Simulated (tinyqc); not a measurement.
Hot electrons in a saturated n-channel MOSFET, lucky-electron model: two steps of the calculation.

Beyond pinch-off the lateral field grows as Esat cosh(y/l) over the velocity-saturated region (pseudo-two-dimensional model). Impact ionisation in this region gives the substrate current, which biases the body forward through Rsub. Currents are per width. Local-field laws: they overstate ionisation when the field peak is narrower than an energy relaxation length.

Inputs (values chosen for the exercise); values close to those of silicon n-channel devices:
```
symbol,value,unit,meaning
L,0.8,um,channel length
tox,20,nm,oxide thickness
xj,330,nm,junction depth
mu,340,cm^2/(V s),effective mobility
vs,9.4e6,cm/s,saturation velocity
lm,7.7,nm,hot-electron mean free path
pb,3.2,V,oxide barrier
Cg,0.0033,,prefactor of the gate current
m,3.3,,lifetime exponent
Hl,610,s uA/um,lifetime constant
```

Constants: eps0 = 8.8541878128e-14 F/cm where lengths are in cm. Results are converted to the units shown.

Task 1. Length and field scales. Cox = 3.9 eps0/tox, l = sqrt(3 tox xj), Esat = 2 vs/mu.

Wanted: Cox; l; Esat; Esat L.

Result 1.

Cox = 0.1727 uF/cm^2
l = 140.7 nm
Esat = 0.05529 MV/cm
Esat L = 4.424 V

Task 2. Gate current, lifetime and channel shortening. Ig = Cg Id exp(-pb/(lm Em)); lifetime tau = (Hl/Id)(Isub/Id)^(-m); length of the saturated region dL = l ln[(dV/l + Em)/Esat]. 1 year = 3.15576e7 s.

Id = 26.231634 uA/um
dV = 3.2314061 V
Em = 0.23620910 MV/cm
Isub = 0.057548326 uA/um
l = 140.71247 nm
Esat = 0.055294118 MV/cm

Wanted: Isub/Id; Ig; tau; dL.

Result 2.

Isub/Id = 0.002194
Ig = 0.001979 pA/um
tau = 437.9 years
dL = 299.9 nm

The lifetime exceeds ten years.

Program tinyqc, `OMP_NUM_THREADS=1 python tinyqc.py 2550128 2550129 out.jsonl`; Intel Xeon 2.30GHz, shared host, one thread, about 0.01 s.
